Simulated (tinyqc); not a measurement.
Ballistic transport through the one-dimensional subbands of a rectangular nanowire or nanosheet channel: one step, computed by the program tinyqc.

Hard walls, parabolic subbands, transport along x. Energies are counted from the bulk conduction band edge at the top of the barrier, which the gate pulls down by U; the source Fermi level lies at the bulk edge when U = 0.

Problem. Subbands. E_pq = (hbar^2 pi^2/2)(p^2/(m_y b^2) + q^2/(m_z a^2)); valley pairs: (m_x, m_y, m_z) = (m_t, m_t, m_l), (m_t, m_l, m_t), (m_l, m_t, m_t), each with degeneracy g = 2; the 10 lowest subbands are kept.

Inputs (values chosen for the exercise, modelled on silicon): light mass m_t = 0.2 m_0; heavy mass m_l = 0.923 m_0; height a = 3.1 nm; width b = 3.6 nm.

Valleys: silicon [100] wire.

Constants: hbar^2/(2 m_0) = 3.80998212 eV angstrom^2; k_B = 8.617333262e-05 eV/K.

Give: Subbands.

Solution.

Subbands:
```
valley axis  p  q  E (meV)  m_x (m_0)
z            1  1   187.47      0.200
y            1  1   227.08      0.200
z            1  2   314.65      0.200
y            2  1   321.39      0.200
x            1  1   340.72      0.923
y            3  1   478.56      0.200
z            1  3   526.61      0.200
z            2  1   622.69      0.200
y            4  1   698.61      0.200
z            2  2   749.87      0.200
```
